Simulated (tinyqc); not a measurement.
Worked calculation: tight binding, dimerised chain. One step of it, computed by the program tinyqc.

Problem. Bloch Hamiltonian at k. H_AA = +delta, H_BB = -delta, H_AB = -t1 - t2 exp(-i k a).

Parameters chosen for this model:
```
parameter     value                      unit
t1         1.370000       eV, inside the cell
t2         2.240000         eV, between cells
delta      0.510000  eV, +/- on the two sites
```

k point k (2 pi / a): [0.410000]

Give: H(k) at k.

Solution.

H(k) at k (eV), order A, B:
```
[[0.510, 0.521+1.200i],
 [0.521-1.200i, -0.510]]
```
